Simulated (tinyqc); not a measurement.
Worked calculation: Hubbard ring of 6 sites. Computed by tinyqc, a small Python program that keeps every step. Settings: hopping = 0.63, U = 8.3, mixing = 0.5, iteration cap = 87. Command: `OMP_NUM_THREADS=1 python tinyqc.py 26501 26502 out.jsonl` (the two numbers bound the seeds that draw the settings). One thread of a shared host (Intel(R) Xeon(R) Processor @ 2.60GHz), about 0.2 s of CPU time with the checks. Later iterations appear only in the table of the cycle.

## Mean-field iteration 1

one-body matrix (hopping and site energies) (eV), order 1, 2, 3, 4, 5, 6:
$$\begin{pmatrix}
-0.90000 & -0.63000 & 0.00000 & 0.00000 & 0.00000 & -0.63000 \\
-0.63000 & -0.26000 & -0.63000 & 0.00000 & 0.00000 & 0.00000 \\
0.00000 & -0.63000 & 0.59000 & -0.63000 & 0.00000 & 0.00000 \\
0.00000 & 0.00000 & -0.63000 & -0.81000 & -0.63000 & 0.00000 \\
0.00000 & 0.00000 & 0.00000 & -0.63000 & -0.12000 & -0.63000 \\
-0.63000 & 0.00000 & 0.00000 & 0.00000 & -0.63000 & -0.45000
\end{pmatrix}$$

U = 8.30000 eV

electrons, up and down: [3, 3]

mixing = 0.50000

n(up) at the start (a guess, not normalised): 1 0.95000, 2 0.05000, 3 0.95000, 4 0.05000, 5 0.95000, 6 0.05000

n(down) at the start (a guess): 1 0.05000, 2 0.95000, 3 0.05000, 4 0.95000, 5 0.05000, 6 0.95000

H(up) = T + U n(down), H(down) = T + U n(up); fill the lowest levels; n(new) = n + mixing (n(out) - n); E = tr T (rho up + rho down) + U sum n_up n_down of the output.

levels, up (eV): [-0.58772, 0.18250, 0.88955, 7.18203, 7.53178, 7.75186]

levels, down (eV): [-0.49842, -0.14528, 0.06796, 7.09202, 7.86288, 8.57085]

energy = -2.52182 eV

n(up) after iteration 1: 1 0.96916, 2 0.03206, 3 0.96584, 4 0.03396, 5 0.96735, 6 0.03164

n(down) after iteration 1: 1 0.03275, 2 0.96830, 3 0.03013, 4 0.96976, 5 0.03091, 6 0.96815

## Mean-field iteration 2

As before.

levels, up (eV): [-0.72727, 0.02889, 0.72978, 7.34120, 7.67925, 7.89816]

levels, down (eV): [-0.62858, -0.29261, -0.07843, 7.24671, 8.00354, 8.69938]

energy = -2.52474 eV

n(up) after iteration 2: 1 0.97912, 2 0.02255, 3 0.97457, 4 0.02514, 5 0.97663, 6 0.02198

n(down) after iteration 2: 1 0.02351, 2 0.97793, 3 0.01989, 4 0.97994, 5 0.02098, 6 0.97774

## Mean-field iteration 3

As before.

levels, up (eV): [-0.80211, -0.05118, 0.64734, 7.42345, 7.75715, 7.97535]

levels, down (eV): [-0.70011, -0.37040, -0.15603, 7.32729, 8.07892, 8.77033]

energy = -2.52548 eV

n(up) after iteration 3: 1 0.98430, 2 0.01753, 3 0.97932, 4 0.02036, 5 0.98157, 6 0.01692

n(down) after iteration 3: 1 0.01860, 2 0.98298, 3 0.01463, 4 0.98519, 5 0.01583, 6 0.98277

## Convergence

Each step fills the lowest levels of T + U n(other spin) and sets n(new) = n + mixing (n(out) - n); stop when output and input agree to 1e-8.

Course of the cycle:
```
iteration      E (eV)  largest |n(out) - n(in)|  mean |n_up - n_down|
1          -2.5218187                  3.97e-02               0.97237
2          -2.5247413                  2.05e-02               0.97444
3          -2.5254766                  1.05e-02               0.97544
4          -2.5256690                  5.43e-03               0.97594
5          -2.5257204                  2.80e-03               0.97619
6          -2.5257342                  1.47e-03               0.97633
7          -2.5257380                  7.84e-04               0.97639
8          -2.5257390                  4.17e-04               0.97643
9          -2.5257393                  2.22e-04               0.97645
10         -2.5257393                  1.18e-04               0.97646
11         -2.5257394                  6.24e-05               0.97646
...               ...                       ...                   ...
15         -2.5257394                  4.87e-06               0.97647
16         -2.5257394                  2.57e-06               0.97647
17         -2.5257394                  1.35e-06               0.97647
18         -2.5257394                  7.12e-07               0.97647
19         -2.5257394                  3.75e-07               0.97647
20         -2.5257394                  1.97e-07               0.97647
21         -2.5257394                  1.04e-07               0.97647
22         -2.5257394                  5.45e-08               0.97647
23         -2.5257394                  2.86e-08               0.97647
24         -2.5257394                  1.50e-08               0.97647
25         -2.5257394                  7.89e-09               0.97647
```

local moments n_up - n_down: 1 0.97678, 2 -0.97654, 3 0.97580, 4 -0.97593, 5 0.97682, 6 -0.97694

Converged in 25 iterations. Before convergence this energy mixes input and output and is not variational, so it may rise towards its limit.

## Exact diagonalisation (400 states)

Lowest levels of the sector, and the double occupancy of the lowest state.

lowest levels (eV): [-2.76362, -2.63242, -2.51896, -2.47746, -2.47726, -2.42350]

double occupancy per site = 0.01601

The mean-field solution above lies 0.2379 eV above the exact energy.

## The lowest level by Lanczos steps

From a random start vector (not printed): a_j = <q_j|H|q_j>, b_j = norm of the remainder after orthogonalising; the Ritz value is the lowest eigenvalue of the tridiagonal matrix of a and b so far.

Lanczos:
```
j   a_j (eV)  b_j (eV)  lowest Ritz value (eV)
1    9.15182   6.49460               9.1518183
2    9.91158   7.98041               3.0259960
3   11.39606   9.17473              -0.1443580
4   11.63029   5.02886              -2.2287856
5   13.98308   6.81535              -2.5115803
6   13.23120   6.93907              -2.5786323
7   11.83102   7.70597              -2.6018914
8    6.82135   6.93111              -2.6341102
9   14.58112   6.27839              -2.6997777
10  13.47410   5.96843              -2.7397661
```
